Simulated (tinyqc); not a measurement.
Critical temperature from a phonon spectrum: McMillan, Allen-Dynes and the linearised Eliashberg equation: one step, computed by the program tinyqc. Command: `OMP_NUM_THREADS=1 python tinyqc.py 3028837 3028838 out.jsonl eliashberg walk`. One thread of a shared host (Intel(R) Xeon(R) Processor @ 2.30GHz), about 0.01 s of CPU time with the checks.

alpha^2 F(omega) = sum_i (lambda_i omega_i/2) delta(omega - omega_i), so that lambda = 2 int alpha^2 F/omega d omega = sum_i lambda_i.

Question. Largest eigenvalue of the small kernel. K is the kernel of the linearised Eliashberg equation on the Matsubara points omega_n = (2n + 1) pi k_B T; T_c is where its largest eigenvalue rho is zero. Diagonalise K; at rho = 0 the eigenvector c is the gap function Delta_n/omega_n up to a factor; away from it Delta_n/Delta_0 = (2n + 1) c_n/c_0 is only an estimate.

Inputs (values chosen for the exercise, for a model metal): trial temperature = 12.9 K.

Peaks in alpha^2 F: two.

K:
$$\begin{pmatrix}
-0.572910 & 0.896668 & 0.537587 \\
0.896668 & -4.285298 & 0.647761 \\
0.537587 & 0.647761 & -7.382918
\end{pmatrix}$$

Give: largest eigenvalue rho; Delta_n/Delta_0.

Answer.

largest eigenvalue rho = -0.30398

Delta_n/Delta_0: [1.0000, 0.7235, 0.4900]

rho < 0: in this small matrix the trial temperature lies above T_c.
